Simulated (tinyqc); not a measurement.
Threshold of a short bulk MOSFET: charge sharing, barrier lowering, narrow width: one step of the calculation.

n-channel device on a p-type body, depletion approximation, full ionisation. Uniform doping N = Na. Vbi from Boltzmann statistics is rough for the degenerate source. Cox = eps0 eox/tox.

Problem. Short-channel and narrow-width shifts. Charge sharing (trapezoid; it ignores Vds): F = (xj/L)(sqrt(1 + 2 Wd/xj) - 1), lowering = body term times F. Barrier lowering: th = exp(-L/(2 l)) + 2 exp(-L/l), lowering = th [2 (Vbi - 2 pB) + Vds], DIBL = th. Narrow width: rise = body term times xw Wd/W. VT by each model = VT0 - lowering + rise.

Values chosen for this exercise; band and dielectric values close to those of silicon:
- xj = 98 nm (junction depth)
- Vds = 1 V (drain-source voltage)
- W = 1000 nm (gate width)
- xw = 0 (shape factor of the fringing depletion at the width edges)
- L = 270 nm (channel length)

2 pB = 0.67493744 V
Wd = 122.68103 nm
body term = 0.13302498 V
VT0 = -0.14203758 V
Vbi = 0.93241902 V
l = 38.512105 nm

Wanted: F; lowering by charge sharing; th; lowering of the barrier; DIBL; narrow-width rise; VT, charge sharing; VT, barrier lowering.

Solution.

F = 0.3164
lowering by charge sharing = 42.09 mV
th = 0.03184
lowering of the barrier = 48.24 mV
DIBL = 31.84 mV/V
narrow-width rise = 0 mV
VT, charge sharing = -0.1841 V
VT, barrier lowering = -0.1903 V

L is 7.01 scale lengths. The charge-sharing lowering is 13 % below the barrier lowering; the first falls off as 1/L and the second exponentially. Both describe the same loss of gate control, so they are alternatives and are not added.

Numbers from tinyqc (`OMP_NUM_THREADS=1 python tinyqc.py 2002171 2002172 out.jsonl`; about 0.01 s on one thread of a shared Intel Xeon 2.30GHz).
